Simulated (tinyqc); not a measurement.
What a faster ramp buys: rapid thermal processing of a wafer: radiative balance, ramp and cooling, pattern effects, pyrometer error and spike budget. Computed by tinyqc, a small Python program. Command: `OMP_NUM_THREADS=1 python tinyqc.py 3110367 3110368 out.jsonl rtp walk`. One thread of a shared host (Intel(R) Xeon(R) Processor @ 2.30GHz), about 0.04 s of CPU time with the checks.

The wafer is opaque and uniform through its thickness unless said otherwise; temperatures in formulas are in kelvin (C + 273.15). sigma = 5.670374419e-12 W/(cm^2 K^4).

Inputs (values chosen for the exercise, modelled on a hot silicon wafer):
```
quantity                                              value         unit
wafer thickness d                                       525   micrometre
heat capacity per volume C                             2.29   J/(cm^3 K)
thermal conductivity k                                 0.24     W/(cm K)
emissivity eps of each face                            0.66            -
reflectivity of the chamber walls r                     0.8            -
gas heat-transfer coefficient h, both faces together    0.9  mW/(cm^2 K)
wall temperature T_w                                    500            K
process temperature                                    1150            C
starting temperature                                    500            C
ramp rate                                                94          K/s
activation energy of the process E_a                      2           eV
```

Constants: k_B = 8.617333262e-05 eV/K.

Method:
- Effective emissivity between parallel grey plates: eps_eff = 1/(1/eps + 1/(1 - r) - 1). Loss per area q(T) = 2 eps_eff sigma (T^4 - T_w^4) + h (T - T_w).
- Absorbed power during a ramp = q(T) + C d x ramp rate; thermal time constant tau = C d/(dq/dT), dq/dT = 8 eps_eff sigma T^3 + h; natural cooling rate q/(C d); front-to-back difference under one-sided heating at the end of the ramp = (absorbed power) d/(2 k).
- Cooling with the lamps off: C d dT/dt = -q(T), integrated adaptively (relative tolerance 1e-10).
- Spike anneal: linear ramp to the peak, then lamps off. Equivalent time at the peak = int exp(-(E_a/k_B)(1/T - 1/T_peak)) dt; estimate (k_B T^2/E_a)(1/ramp rate + 1/cooling rate). The ramp part uses 4000 trapezoid steps, the cooling part 4000 steps over 4 tau.

time constant tau = 4.88559 s

holding power q = 9.13735 W/cm^2

natural cooling rate = 76.0021 K/s

Against the ramp rate:
```
ramp (K/s)  ramp part (s)  cooling part (s)  total (s)  power at the peak (W/cm^2)
10                 7.8159            1.2828     9.0987                       10.34
25                 3.1264            1.2828     4.4091                       12.14
50                 1.5632            1.2828     2.8460                       15.15
100                0.7816            1.2828     2.0644                       21.16
250                0.3126            1.2828     1.5954                       39.19
500                0.1563            1.2828     1.4391                       69.25
1000               0.0782            1.2828     1.3609                      129.36
```

From 10 to 100 K/s the total falls by a factor 4.4, from 100 to 1000 K/s by 1.52: the cooling part, 1.28 s, is a floor, and the natural cooling rate here is 76.0 K/s.

Extremes, crossings and ranges named in words are read from the listed rows.
